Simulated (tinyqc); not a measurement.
Schottky emission and Poole-Frenkel conduction in an insulator, and how to tell them apart: effect of temperature.

Schottky emission (electrode-limited): J = As T^2 exp[-(pb - b sqrt(F))/Vt], b = sqrt(q/(4 pi eps0 ei)). Poole-Frenkel emission (bulk-limited): J = s0 F exp[-(pt - 2 b sqrt(F))/Vt]. F in V/cm.

Both formulas at the same field.

Values chosen for this exercise; dielectric values close to those of hafnium oxide:
- ei = 4.08 (high-frequency relative permittivity)
- pt = 1.01 eV (trap depth)
- s0 = 0.021 S/cm (Poole-Frenkel prefactor)
- pb = 1.23 eV (electrode barrier)
- As = 47 A/(cm^2 K^2) (Richardson constant)
- F = 0.9 MV/cm (field)

Constants: q = 1.602176634e-19 C, kB = 1.380649e-23 J/K, Vt = kB T/q, eps0 = 8.8541878128e-14 F/cm where lengths are in cm. Results are converted to the units shown.

Effect of temperature:
```
T (K)	J, Schottky (A/cm^2)	J, Poole-Frenkel (A/cm^2)	ratio
225	6.5724e-18	4.3407e-11	1.5141e-7
260	1.3022e-14	4.0568e-9	3.2099e-6
300	9.0633e-12	1.9828e-7	4.5709e-5
340	1.3955e-9	3.8811e-6	3.5955e-4
380	7.6280e-8	4.0615e-5	0.0018781
420	1.9854e-6	2.7176e-4	0.0073055
475	7.3465e-5	0.0021991	0.033407
```

The Schottky current grows by 13.0 decades and the Poole-Frenkel current by 7.70, as their lowered barriers are 1.05 and 0.654 eV. A tunnelling current would hardly change over this range.

tinyqc, about 0.01 s, one thread, Intel Xeon 2.30GHz (shared host): `OMP_NUM_THREADS=1 python tinyqc.py 2370112 2370113 out.jsonl`
